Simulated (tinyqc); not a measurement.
Straight dislocations in isotropic elasticity: fields, energies, partials, Peierls stress and walls: one step, computed by the program tinyqc. Command: `OMP_NUM_THREADS=1 python tinyqc.py 3024707 3024708 out.jsonl disloc walk`. One thread of a shared host (Intel(R) Xeon(R) Processor @ 2.30GHz), about 0.01 s of CPU time with the checks.

The line runs along z, the glide plane is y = 0, and beta is the angle between b and the line (0 screw, 90 degrees edge): b_e = b sin(beta) along +x with the extra half plane at y > 0, b_s = b cos(beta). Stress is positive in tension.

Question. Line energy and line tension. Energy factor K = G [cos^2(beta) + sin^2(beta)/(1 - nu)]. E = K b^2/(4 pi) ln(R/r0) with R = 1/(2 sqrt(rho)); tension T = E + d^2E/d(beta)^2 = G b^2 [1 + nu - 3 nu sin^2(beta)]/(4 pi (1 - nu)) ln(R/r0). The core energy is taken into r0.

Inputs (values chosen for the exercise, modelled on gold): shear modulus G = 28 GPa; Poisson ratio nu = 0.408; Burgers vector b = 2.884 angstrom; dislocation density rho = 4.2e+10 1/m^2; core radius r0/b = 1.

Character: edge.

Constants: 1 eV/angstrom^3 = 160.2176634 GPa.

Give: energy factor K; ln(R/r0); line energy E; line tension T; stored energy rho E.

Answer.

energy factor K = 47.30 GPa

ln(R/r0) = 9.043

line energy E = 17.67 eV/nm

line tension T = 3.251 eV/nm

stored energy rho E = 0.1189 kJ/m^3

T/E = 0.18: bowing turns parts of the line towards the cheaper screw character, so it is soft.
